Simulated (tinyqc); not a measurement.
MP2 on RHF in the sto-3g basis, for H6, spin multiplicity 1, step by step. One step of it, computed by the program tinyqc.

Task: Orthogonalisation. S = U s U^T; symmetric (Loewdin) form X = U s^(-1/2) U^T, so that X^T S X = 1.

overlap S, order 1H 1s, 2H 1s, 3H 1s, 4H 1s, 5H 1s, 6H 1s:
$$\begin{pmatrix}
1.000000 & 0.501803 & 0.062371 & 0.008181 & 0.000227 & 0.000010 \\
0.501803 & 1.000000 & 0.302333 & 0.062371 & 0.003227 & 0.000228 \\
0.062371 & 0.302333 & 1.000000 & 0.501803 & 0.062258 & 0.008181 \\
0.008181 & 0.062371 & 0.501803 & 1.000000 & 0.301915 & 0.062371 \\
0.000227 & 0.003227 & 0.062258 & 0.301915 & 1.000000 & 0.502396 \\
0.000010 & 0.000228 & 0.008181 & 0.062371 & 0.502396 & 1.000000
\end{pmatrix}$$

Give: eigenvalues of S; X.

Result:

eigenvalues of S: [0.3459, 0.4544, 0.6068, 1.2233, 1.5422, 1.8273]

X, order 1H 1s, 2H 1s, 3H 1s, 4H 1s, 5H 1s, 6H 1s:
$$\begin{pmatrix}
1.1199 & -0.3130 & 0.0404 & -0.0090 & 0.0011 & -0.0002 \\
-0.3130 & 1.1672 & -0.1985 & 0.0419 & -0.0047 & 0.0011 \\
0.0404 & -0.1985 & 1.1710 & -0.3261 & 0.0419 & -0.0090 \\
-0.0090 & 0.0419 & -0.3261 & 1.1709 & -0.1982 & 0.0404 \\
0.0011 & -0.0047 & 0.0419 & -0.1982 & 1.1674 & -0.3134 \\
-0.0002 & 0.0011 & -0.0090 & 0.0404 & -0.3134 & 1.1203
\end{pmatrix}$$
